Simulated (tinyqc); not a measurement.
# Trap density from one capacitance

Problem. Traps spread evenly through the insulator exchange electrons with the semiconductor by tunnelling, with tau(x) = t0 exp(2 ka x) at depth x from the interface. The admittance per area Y seen at depth x obeys dY/dx = -Y^2/(i w eps0 eox) + q Nb ln(1 + i w tau)/tau, with Y(0) = i w Cs and w = 2 pi f; the gate sees Y(tox) = G + i w C. Working variable y = Y/(i w), in uF/cm^2. Cox = eps0 eox/tox. Find Nb and G/w.

Inputs (values chosen for the exercise):
```
symbol,value,unit,meaning
eox,3.82,,relative permittivity of the insulator
tox,3.5,nm,insulator thickness
Cs,1.7,uF/cm^2,semiconductor capacitance in accumulation
ka,5.5,1/nm,decay constant of the wave function in the insulator
t0,9e-11,s,time constant of a trap at the interface
f,1e5,Hz,frequency
```

Constants: q = 1.602176634e-19 C, eps0 = 8.8541878128e-14 F/cm where lengths are in cm. Results are converted to the units shown.

C = 0.83015337 uF/cm^2

Answer. C rises steadily with Nb, so one density matches; in practice ka and t0 must come from the frequency dependence.

Nb = 1.00e20 cm^-3 eV^-1
G/w = 0.0341 uF/cm^2

Computed by the program tinyqc: `OMP_NUM_THREADS=1 python tinyqc.py 2202074 2202075 out.jsonl`, one thread of a shared Intel Xeon 2.30GHz, about 0.4 s for the whole run.
